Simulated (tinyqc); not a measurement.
Koster-Slater impurity in a tight-binding band, by Green functions and by supercells: one step, computed by the program tinyqc.

One orbital per site, e(k) = -2 t sum cos(k_i) over 3 direction(s), band from -6 t to 6 t, lattice constant 1. One site has the extra energy U. Spin is left out.

Question. The level in the supercell. In a periodic cell of N sites along each direction with Bloch vector K, the level solves 1/U = N^-d sum_k 1/(E - e(k)), k_i = (2 pi m_i + K_i)/N, m_i = 0..N-1; the outermost root on the side of U is taken (bisection). d is the number of directions. Gamma means K_i = 0, the zone corner K_i = pi, the quarter point K_i = pi/2. The error is measured against the isolated level E_b.

Inputs (values chosen for the exercise, for a model band): hopping t = 1.2 eV; impurity potential U = -7.63 eV; supercell edge N = 3 sites.

Lattice: simple cubic.

level E_b = -8.864451 eV

Give: level at Gamma; level at the corner; level at the quarter point; error at Gamma; width between Gamma and the corner.

Answer.

level at Gamma = -9.1411 eV

level at the corner = -8.6225 eV

level at the quarter point = -8.8605 eV

error at Gamma = -0.27660 eV

width between Gamma and the corner = 0.51860 eV

Images turn the level into a band 0.519 eV wide; the quarter point misses the isolated level by 0.0040 eV, far less than Gamma, because the leading hopping between images averages out there.
